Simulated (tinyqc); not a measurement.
Cahn-Hilliard equation on a periodic one-dimensional grid: one step, computed by the program tinyqc.

Free energy F = h sum_j [A (c_j^2 - 1)^2/4 + (kappa/2) ((c_(j+1) - c_j)/h)^2]; dc/dt = Lap(mu), mu = A (c^3 - c) - kappa Lap(c), Lap(y)_j = (y_(j+1) - 2 y_j + y_(j-1))/h^2, mobility 1; the grid has n = 16 points.

Task: Linear stability. f'' = A (3 c0^2 - 1). Mode m has lambda_m = (4/h^2) sin^2(pi m/n) and the rate w_m = -lambda_m (f'' + kappa lambda_m). In the continuum the fastest wavelength is 2 pi sqrt(2 kappa/|f''|) with the rate f''^2/(4 kappa). Explicit steps near c = +-1, where f'' = 2A, are stable for dt < 2/(16 kappa/h^4 + 8 A/h^2).

Inputs (values chosen for the exercise, in reduced units): spacing h = 1.4; well depth A = 1.5; gradient coefficient kappa = 0.62; mean composition c0 = -0.2.

Give: f''; Modes of the grid; fastest wavelength; largest rate; explicit limit of dt.

Result:

f'' = -1.32

Modes of the grid:
```
m  lambda_m      w_m
1    0.0777  0.09879
2    0.2989  0.33913
3    0.6299  0.58548
4    1.0204  0.70137
5    1.4109  0.62819
6    1.7419  0.41806
7    1.9631  0.20191
8    2.0408  0.11162
```

fastest wavelength = 6.0898

largest rate = 0.70258

explicit limit of dt = 0.22976
